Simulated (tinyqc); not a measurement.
Off-state leakage of single and stacked transistors: two steps of the calculation.

n-channel devices of unit width. Subthreshold current I(Vg, Vs, Vd) = I0 (T/300 K)^0.5 exp[(Vg - Vs - VT(T) - gb (Vs - Vb) + dd (Vd - Vs))/(nf Vt)] (1 - exp(-(Vd - Vs)/Vt)), VT(T) = VT - cT (T - 300 K). Gate-edge tunnelling Ig (Vd/1 V) exp(ag (Vd - 1 V)), for a gate at 0 V, and band-to-band leakage Ab u exp(-Bb/u), u = Vd - Vb + 1 V, flow at a drain held at V; both are taken as independent of T. In a stack of off transistors (all gates at 0 V) the same subthreshold current passes through each.

Values chosen for this exercise; values of the order met in bulk silicon logic transistors: temperature T = 398 K; supply voltage V = 1.2 V; threshold at 300 K, zero drain and body bias VT = 0.47 V; fall of the threshold with temperature cT = 0.5 mV/K; current at threshold at 300 K I0 = 0.96 uA/um; slope factor nf = 1.3; drain-induced lowering per volt dd = 0.05; rise of the threshold per volt of source-body bias gb = 0.18; gate-edge tunnelling current at 1 V Ig = 1e-5 uA/um; exponential slope of the gate current ag = 5 1/V; prefactor of band-to-band leakage at the drain Ab = 60 uA/(um V); its exponential voltage Bb = 28 V; body voltage Vb = 0 V.

Constants: q = 1.602176634e-19 C, kB = 1.380649e-23 J/K, Vt = kB T/q. Results are converted to the units shown.

Task 1. Leakage of one transistor. Vg = Vs = 0, Vd = V; effective threshold VT(T) - gb Vb - dd V.

Wanted: effective threshold; parts; total; shares.

Result 1.

effective threshold = 0.3610 V
parts (nA/um): subthreshold 0.3367, gate edge 0.03262, band-to-band 0.3919
total = 0.7613 nA/um
shares (%): subthreshold 44.23, gate edge 4.285, band-to-band 51.48

The band-to-band part is the largest.

Task 2. New Vx. Stack of two, Vx the node between them: I_low = I(0, 0, Vx), I_up = I(0, Vx, V), f = ln(I_up/I_low), f' = -(1 + gb + 2 dd)/(nf Vt) - 1/(Vt (exp(Vx/Vt) - 1)) - 1/(Vt (exp((V - Vx)/Vt) - 1)), Vx(new) = Vx - f/f'.

Vx after iteration 1 = 0.054491728 V

Find: I_low; I_up; f; f'; Vx after iteration 2.

Result 2.

I_low = 0.07417 nA/um
I_up = 0.07489 nA/um
f = 0.009700
f' = -36.19 1/V
Vx after iteration 2 = 0.05476 V

Numbers from tinyqc (`OMP_NUM_THREADS=1 python tinyqc.py 2242106 2242107 out.jsonl`; about 0.03 s on one thread of a shared Intel Xeon 2.30GHz).
